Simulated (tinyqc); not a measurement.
Carbon nanotube by zone folding, step by step. Values are carried at full precision from step to step, so a last printed digit may differ when a step is redone from the rounded ones.

Circumference C = n a1 + m a2, a = sqrt3 acc; d = a sqrt(n^2 + nm + m^2)/pi; tan(theta) = sqrt3 m/(2n + m); dR = gcd(2n + m, 2m + n); T = t1 a1 + t2 a2 with t1 = (2m + n)/dR, t2 = -(2n + m)/dR, |T| = sqrt3 pi d/dR; N = 2 (n^2 + nm + m^2)/dR hexagons a cell. On cutting line mu = 0 to N - 1 at x = k|T|/(2 pi) the phases are p1 = 2 pi (-t2 mu + m x)/N, p2 = 2 pi (t1 mu - n x)/N, and E = -/+ t |1 + exp(i p1) + exp(i p2)|.

Constants: hbar^2/2m0 = 3.80998211 eV angstrom^2.

Parameters, chosen for this exercise (near those used for carbon; shifted at random, so the results belong to these values and not to a real crystal): n = 19 (chiral index); m = 8 (chiral index); acc = 1.44 angstrom (bond length); t = 2.94 eV (hopping); mu = 386 (cutting line); x = -0.13 (position on the line).

## Geometry

Form d, theta, dR, t1, t2, N and |T|, and (n - m) mod 3.

d = 19.070 angstrom
theta = 16.76 degrees

dR, t1, t2, N: 1  35  -46  1154

|T| = 103.770 angstrom
(n - m) mod 3 = 2

The nearest line misses K by a third of the spacing 2/d: semiconducting in zone folding; chiral, 2308 atoms a cell.

## One point of one line

Form the phases and the energy.

p1, p2 (rad): 96.67045  73.57136

E of the upper band = 0.9081 eV

## Band edges

The three lowest distinct minima of E along the lines, doubled (the transition between mirror bands), against the cone: 2 t acc j/d with j = 1, 2, 4 for semiconducting and 0, 3, 3 for metallic tubes.

Transitions (eV):
```
order  zone folding    cone
1            0.4472  0.4440
2            0.8714  0.8880
3            1.8109  1.7760
```

Trigonal warping puts the first transition +0.7 % and the second -1.9 % from the cone; the two lines lie on opposite sides of K, where the contours bend oppositely. Measured optical lines also hold self-energy and exciton terms.

## Mass at the first band edge

Cone estimate: E^2 = (Eg/2)^2 + (hbar v k)^2, hbar v = 3 t acc/2, Eg = 2 t acc/d, so m/m0 = c Eg/(hbar v)^2, c = hbar^2/2m0.

hbar v = 6.3504 eV angstrom
Eg = 0.4440 eV
mass = 0.0419 m0

Computed by tinyqc, a small Python program: `OMP_NUM_THREADS=1 python tinyqc.py 1481958 1481959 out.jsonl` (the numbers bound the seed that draws the inputs); one thread of a shared host (Intel(R) Xeon(R) Processor @ 2.30GHz), about 0.03 s for the whole set of steps.
